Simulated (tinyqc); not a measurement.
Comparisons within one model: type-II superlattice in the two-band Kane model. A value that a table varies takes the place of the one given here.

Motion along the axis, period d = a + b, c = hbar^2/2m0. Conduction and light-hole bands couple: (E - Ec)(E - Ev) = Ep c k^2 in each layer, with mass m(E) = (E - Ev)/Ep, which may be negative. The conduction envelope psi and psi'/m(E) are continuous; a layer carries them by [[cos kt, (m/k) sin kt], [-(k/m) sin kt, cos kt]] (cosh and sinh for k^2 < 0), and cos(q d) = tr(M_B M_A)/2. C1 is the first miniband above EvB, with its bottom at tr/2 = +1 and its top at -1; the gap is the bottom of C1 less the top heavy-hole level HH1.

Heavy holes are uncoupled: with e = EvB - E, p = sqrt(mhB e/c), w = sqrt(mhA (EvB - EvA - e)/c), the top level HH1 at q = 0 solves (p/mhB) tan(p b/2) = (w/mhA) tanh(w a/2).

Constants: hbar^2/2m0 = 3.80998211 eV angstrom^2; hc = 1239.841984 eV nm.

Parameters, chosen for this exercise (near those of an InAs/GaSb superlattice; not measured data):
- b = 48 angstrom (layer B)
- EcA = 0 eV (conduction edge of A)
- EvA = -0.413 eV (valence edge of A)
- EcB = 0.961 eV (conduction edge of B)
- EvB = 0.156 eV (valence edge of B)
- EpA = 14.2 eV (coupling energy in A)
- EpB = 18.3 eV (coupling energy in B)
- mhA = 0.33 m0 (heavy hole in A)
- mhB = 0.26 m0 (heavy hole in B)
- As = (23, 29, 39, 47, 56, 65, 76) angstrom (widths of layer A)
- a = 32 angstrom (layer A)

## Width of layer A

Bottom of C1 (tr/2 = +1, above EvB), HH1, the gap and hc/gap; widths at which C1 no longer starts above EvB are left out.

Results:

| a (angstrom) | C1 (eV) | HH1 (eV) | gap (meV) | cut-off (micrometre) |
|---|---|---|---|---|
| 23 | 0.4695 | 0.1154 | 354.1 | 3.50 |
| 29 | 0.3906 | 0.1152 | 275.4 | 4.50 |
| 39 | 0.2964 | 0.1152 | 181.2 | 6.84 |
| 47 | 0.2432 | 0.1152 | 128.1 | 9.68 |
| 56 | 0.1986 | 0.1152 | 83.4 | 14.86 |
| 65 | 0.1649 | 0.1151 | 49.8 | 24.91 |

From a = 23 to 65 angstrom C1 falls by 305 meV while HH1 moves by -0.2 meV, so layer A tunes the gap, from 354 to 50 meV. The cut-off shifts by 0.167 micrometre per angstrom at the thin end and 1.116 at the thick end: long wavelengths need tight control of the thickness.

## One band or two

Bottom of C1. One band: (k/mA) tan(k a/2) = (kappa/mB) tanh(kappa b/2) with the edge masses (Ec - Ev)/Ep and barrier EcB - EcA. Second row: mA replaced by m(E). The last column is measured against two bands.

Results:

| model | C1 (eV) | gap (meV) | error (meV) |
|---|---|---|---|
| one band, edge masses | 0.3401 | 224.9 | -18.1 |
| m(E) in A only | 0.2964 | 181.2 | -61.8 |
| two bands | 0.3582 | 243.0 | 0.0 |

mA = 0.0291 m0
mB = 0.0440 m0

With edge masses C1 errs by -18 meV, 7 % of the gap. The heavier m(E) in A changes it by -44 meV; the treatment of B changes it by +62 meV, since C1 lies 202 meV above the valence edge of B, where its mass is 0.0110 instead of 0.0440.

## What each parameter does

Bottom and width of C1, HH1 and the gap. Each row changes one parameter from the base and keeps the others.

Results:

| case | C1 (eV) | width (meV) | HH1 (eV) | gap (meV) |
|---|---|---|---|---|
| base | 0.3582 | 47.5 | 0.1152 | 243.0 |
| a = 29 angstrom | 0.3906 | 50.8 | 0.1152 | 275.4 |
| b = 45 angstrom | 0.3542 | 54.3 | 0.1107 | 243.5 |
| EvB = 0.136 eV | 0.3558 | 44.9 | 0.0955 | 260.3 |
| EcB = 1.011 eV | 0.3647 | 42.8 | 0.1152 | 249.6 |
| EvA = -0.443 eV | 0.3540 | 46.7 | 0.1148 | 239.2 |
| EpA = 15.3 eV | 0.3661 | 49.5 | 0.1152 | 251.0 |
| mhB = 0.3 m0 | 0.3582 | 47.5 | 0.1188 | 239.4 |

The largest shifts from the base row, up to three for each result and ties (the steps differ in size, so this ranks the rows, not the parameters). C1 (eV): a +0.0324, EpA +0.0080, EcB +0.0066; unchanged at the printed digits by mhB. width (meV): b +6.8, EcB -4.7, a +3.3; unchanged at the printed digits by mhB. HH1 (eV): EvB -0.0197, b -0.0044, mhB +0.0036; unchanged at the printed digits by a, EcB and EpA. gap (meV): a +32.4, EvB +17.3, EpA +8.0.

(tinyqc, `OMP_NUM_THREADS=1 python tinyqc.py 1250527 1250528 out.jsonl`, Intel(R) Xeon(R) Processor @ 2.30GHz, 1 thread, shared host, about 0.04 s.)
